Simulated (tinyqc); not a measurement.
Carrier lifetime of a p-type layer with SRH, radiative, Auger and surface recombination: one step of the calculation.

Uniform excess density dn = dp (no trapping), n = n0 + dn, p = p0 + dn, Boltzmann statistics, full ionisation. Surfaces enter as a rate 2 S dn/d, which holds while diffusion to them is fast.

Task. Equilibrium densities and SRH constants. ni = sqrt(Nc Nv) exp(-Eg/(2 Vt)), Eg in volts; majority density N/2 + sqrt(N^2/4 + ni^2), n0 p0 = ni^2; n1 = Nc exp(-Et/Vt), p1 = Nv exp((Et - Eg)/Vt); tn0 = 1/(sn vth Nt), tp0 = 1/(sp vth Nt).

Inputs (values chosen for the exercise); band and dielectric values close to those of indium phosphide: temperature T = 300 K; band gap Eg = 1.34 eV; conduction-band density of states at T Nc = 5.72e17 cm^-3; valence-band density of states at T Nv = 1.1e19 cm^-3; acceptor density N = 2.6e16 cm^-3; trap density Nt = 9e13 cm^-3; capture cross-section for electrons sn = 1e-17 cm^2; capture cross-section for holes sp = 2e-14 cm^2; thermal velocity (both carriers) vth = 2.4e7 cm/s; trap level below the conduction band Et = 0.43 eV.

Constants: q = 1.602176634e-19 C, kB = 1.380649e-23 J/K, Vt = kB T/q. Results are converted to the units shown.

Give: ni; n0; p0; n1; p1; tn0; tp0.

Result.

ni = 1.393e7 cm^-3
n0 = 0.007461 cm^-3
p0 = 2.600e16 cm^-3
n1 = 3.418e10 cm^-3
p1 = 5676 cm^-3
tn0 = 4.630e-5 s
tp0 = 2.315e-8 s

Numbers from tinyqc (`OMP_NUM_THREADS=1 python tinyqc.py 2300147 2300148 out.jsonl`; about 0.01 s on one thread of a shared Intel Xeon 2.30GHz).
